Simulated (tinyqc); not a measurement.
Worked calculation: CIS on RHF in the 6-311g basis, for H2, spin multiplicity 1. One step of it, computed by the program tinyqc.

Problem. CIS singlet states. Diagonalise A (1 hartree = 27.211386 eV); each vector has its largest component positive (the first on a tie). The transition dipole is mu = sqrt2 sum c_ia <i|r|a>.

CIS matrix A, singlet (hartree), lower triangle:
```
           1>2        1>3        1>4       1>5       1>6
1>2   0.519059
1>3   0.000000   0.652578
1>4   0.013529   0.000000   0.970994
1>5   0.000000  -0.008195   0.000000  2.520194
1>6  -0.032910   0.000000  -0.012885  0.000000  2.897692
```

dipole integrals <i|r|a> (bohr):
```
            x         y          z
1>2  0.000000  0.000000  -0.885199
1>3  0.000000  0.000000   0.000000
1>4  0.000000  0.000000   0.507865
1>5  0.000000  0.000000   0.000000
1>6  0.000000  0.000000   0.024602
```

Give: singlet excitation energies; lowest vectors; oscillator strengths 2/3 w |mu|^2.

Solution.

singlet excitation energies (eV): 14.1012  17.7566  26.4304  68.5789  78.8650

lowest vectors:
```
     state 1  state 2  state 3  state 4  state 5
1>2   0.9995   0.0000   0.0294   0.0000  -0.0139
1>3   0.0000   1.0000   0.0000  -0.0044   0.0000
1>4  -0.0295   0.0000   0.9995   0.0000  -0.0068
1>5   0.0000   0.0044   0.0000   1.0000   0.0000
1>6   0.0137   0.0000   0.0072   0.0000   0.9999
```

oscillator strengths 2/3 w |mu|^2: 0.5589  0.0000  0.3006  0.0000  0.0043
